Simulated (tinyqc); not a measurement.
Junction parameters from two forward currents.

Inverse problem. D(v) = J1 (exp(v/Vt) - 1) + J2 (exp(v/(2 Vt)) - 1). Find J1, J2 and the voltage 2 Vt ln(J2/J1) near which both parts are equal.

Inputs (values chosen for the exercise): temperature T = 330 K.

Constants: q = 1.602176634e-19 C, kB = 1.380649e-23 J/K, Vt = kB T/q. Results are converted to the units shown.

junction voltages (V): [0.3, 0.67]
currents (uA/um): [3.3118094e-6, 0.092570565]

Answer. The current is linear in J1 and J2, so two points give two equations.

J1 = 5.300e-12 uA/um
J2 = 1.600e-8 uA/um
crossover = 0.4557 V

Program tinyqc, `OMP_NUM_THREADS=1 python tinyqc.py 2182209 2182210 out.jsonl`; Intel Xeon 2.30GHz, shared host, one thread, about 0.2 s.
